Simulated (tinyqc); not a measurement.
Worked calculation: Ewald sum of point charges, fcc lattice in a neutralising background. Computed by tinyqc, a small Python program that keeps every step. Command: `OMP_NUM_THREADS=1 python tinyqc.py 20112 20113 out.jsonl` (the two numbers bound the seeds that draw the settings). One thread of a shared host (Intel(R) Xeon(R) Processor @ 2.60GHz), about 0.04 s of CPU time with the checks.

## Ewald sum with eta = 0.388 1/bohr

cell vectors (rows) (bohr):
```
          1         2         3
1  0.000000  3.935000  3.935000
2  3.935000  0.000000  3.935000
3  3.935000  3.935000  0.000000
```

Charges:
```
q               f1        f2        f3
2.000000  0.000000  0.000000  0.000000
```

Real space: 1/2 sum q_i q_j erfc(eta r)/r over all images with r > 0; reciprocal space: (2 pi/V) sum_(G != 0) exp(-G^2/4 eta^2)/G^2 |S(G)|^2 with S(G) = sum q exp(i G.r); self term -eta/sqrt(pi) sum q^2; background -pi Q^2/(2 V eta^2), Q the total charge.

Real-space shells (first ones):
```
r (bohr)   pairs  sum (hartree)
5.564930      12       0.009753
7.870000       6       0.000024
9.638742      24       6.13e-07
11.129861     12       2.19e-09
12.443563     24       3.32e-11
13.631240      8              0
14.723422     48              0
```

Reciprocal shells (first ones that count):
```
G^2 (1/bohr^2)  vectors  sum (hartree)
1.912192              8       0.036045
2.549590              6       0.007035
5.099179             12       0.000102
7.011371             24       0.000006
7.648769              8       6.57e-07
10.198358             6       5.36e-09
12.110550            24       7.54e-10
12.747948            24       2.48e-10
```

## The total does not depend on eta

The same sums for other eta.

Totals (hartree per cell):
```
eta           real  reciprocal       self  background        total
0.388000  0.009778    0.043189  -0.875622   -0.342493  -1.16514919
0.655000  1.09e-06    0.433207  -1.478177   -0.120180  -1.16514919
0.865000  4.28e-11    0.855857  -1.952096   -0.068910  -1.16514919
```

shortest distance = 5.564930 bohr
